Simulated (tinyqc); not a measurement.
Gain against bias and Miller's formula: avalanche multiplication and breakdown of a junction from ionisation integrals. Computed by tinyqc, a small Python program. Command: `OMP_NUM_THREADS=1 python tinyqc.py 3017993 3017994 out.jsonl impact walk`. One thread of a shared host (Intel(R) Xeon(R) Processor @ 2.30GHz), about 0.01 s of CPU time with the checks.

Ionisation coefficients follow the local field. Position x runs through the depletion layer from the p side (x = 0), where electrons enter, to the n side (x = w), where holes enter. The built-in voltage is neglected.

Inputs (values chosen for the exercise, modelled on GaAs):
```
quantity                              value    unit
electron prefactor a_n               200000    1/cm
electron field b_n                   589000    V/cm
hole prefactor a_p                   219000    1/cm
hole field b_p                       660000    V/cm
exponent c                              1.8       -
permittivity eps                       12.9       -
doping N of the lightly doped side  6.3e+15  1/cm^3
```

Junction: one-sided abrupt p+n.

Constants: e = 1.602176634e-19 C; eps_0 = 8.8541878128e-12 F/m.

Method:
- alpha_n = a_n exp(-(b_n/F)^c), alpha_p = a_p exp(-(b_p/F)^c).
- Field F = F_m (1 - s), w = eps eps_0 F_m/(e N), V = F_m w/2, with s = x/w (the peak lies at the p+ side).
- With Phi(x) = int_0^x (alpha_n - alpha_p) dx': 1 - 1/M_n = I_n = int_0^w alpha_n exp(-Phi) dx and M_p = M_n exp(-Phi(w)); trapezoid rule on 401 even points; breakdown at I_n = 1.
- Solve I_n(F_m) = 1.
- Miller's exponent n is defined by 1 - 1/M = (V/V_B)^n for the larger M.

breakdown voltage = 76.9985 V

critical field F_m = 0.368903 MV/cm

Gain:
```
V/V_B   V (V)  F_m (MV/cm)     M_n     M_p  Miller exponent n
0.50   38.499      0.26085   1.080   1.028             3.7528
0.60   46.199      0.28575   1.209   1.085             3.4343
0.70   53.899      0.30865   1.474   1.216             3.1794
0.80   61.599      0.32996   2.064   1.531             2.9698
0.90   69.299      0.34997   3.921   2.567             2.7944
0.95   73.149      0.35956   7.687   4.701             2.7172
0.98   75.459      0.36520  19.017  11.149             2.6738
0.99   76.229      0.36705  37.910  21.910             2.6599
```

What follows from these numbers?

The larger gain passes 2 between 0.700 and 0.800 of V_B and reaches 37.9 at 0.99. Miller's exponent runs from 2.7 to 3.8, so it is not a constant: a fit holds over a narrow range only. From the first row to the last the voltage grows by a factor 1.98 and the peak field by 1.41.

Extremes, crossings and ranges named in words are read from the listed rows.
